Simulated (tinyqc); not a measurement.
Inside a calculation. Method: FCI on RHF in the 3-21g basis, for He, spin multiplicity 1. One step of it, computed by the program tinyqc.

Task: Iteration 1: diagonalisation and new density. Diagonalise F' = X^T F X, C = X C', fill 1 alpha and 1 beta electrons from the bottom; D = 2 C_occ C_occ^T. Each column has its largest component positive (the first on a tie).

Fock matrix F (hartree):
```
,1He 1s,1He 2s
1He 1s,-0.070528,-1.117810
1He 2s,-1.117810,-0.498916
```

X:
```
,1He 1s,1He 2s
1He 1s,1.181761,-0.390007
1He 2s,-0.390007,1.181761
```

Give: F' = X^T F X; orbital energies; coefficients C; D after iteration 1.

Result:

F' = X^T F X (hartree):
```
,1,2
1,0.8560,-1.4687
2,-1.4687,0.3229
```

orbital energies (hartree): MO1 -0.9032, MO2 2.0821

coefficients C:
```
,MO1,MO2
1He 1s,0.4580,1.1571
1He 2s,0.6572,-1.0567
```

D after iteration 1:
```
,1He 1s,1He 2s
1He 1s,0.4195,0.6020
1He 2s,0.6020,0.8639
```
